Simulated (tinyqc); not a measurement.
## Van der Pauw, Hall and four-point-probe measurements on a doped layer: correction factor against the shape of the sample

A uniform p-type layer with sheet resistance Rs = 1/(q ns mu), point contacts, low field (mu B small).

Rs = 1/(q ns mu). For a rectangle with contacts at the corners, RA = (8 Rs/pi) sum_(k>=0) ln coth((2k + 1) pi a/(2 b)) with current along a short side b and voltage along the opposite one, RB the same with a and b exchanged. ar = a/b. F = Rs/[(pi/ln 2)(RA + RB)/2]; small-asymmetry estimate 1 - (ln 2/2) d^2 - ((ln 2)^2/4 - (ln 2)^3/12) d^4 with d = (RB - RA)/(RB + RA).

Values chosen for this exercise: sheet density of the layer ns = 1.9e13 cm^-2; drift mobility mu = 160 cm^2/(V s).

Constants: q = 1.602176634e-19 C. Results are converted to the units shown.

Correction factor against the shape of the sample:

| ar | RA (ohm) | RB (ohm) | RB/RA | F | estimate of F |
|---|---|---|---|---|---|
| 1 | 453.0 | 453.0 | 1.000 | 1.000 | 1.000 |
| 1.34 | 155.3 | 1015 | 6.536 | 0.7740 | 0.7861 |
| 1.69 | 51.71 | 1683 | 32.55 | 0.5221 | 0.6213 |
| 2.03 | 17.77 | 2365 | 133.1 | 0.3803 | 0.5767 |
| 2.37 | 6.107 | 3057 | 500.6 | 0.2958 | 0.5653 |
| 2.71 | 2.099 | 3753 | 1788 | 0.2413 | 0.5623 |
| 3.06 | 0.6989 | 4471 | 6397 | 0.2026 | 0.5614 |
| 3.4 | 0.2402 | 5169 | 2.152e4 | 0.1753 | 0.5612 |

RB/RA rises from 1.00 to 21500 and F falls from 1.00 to 0.175. The estimate is 19 % above F at a/b = 1.69 and 3.20 times it in the last row. RA shrinks about as exp(-pi a/b): by a factor of 2.91 between the last two rows, against 2.91.

tinyqc, about 0.03 s, one thread, Intel Xeon 2.30GHz (shared host): `OMP_NUM_THREADS=1 python tinyqc.py 2850215 2850216 out.jsonl`
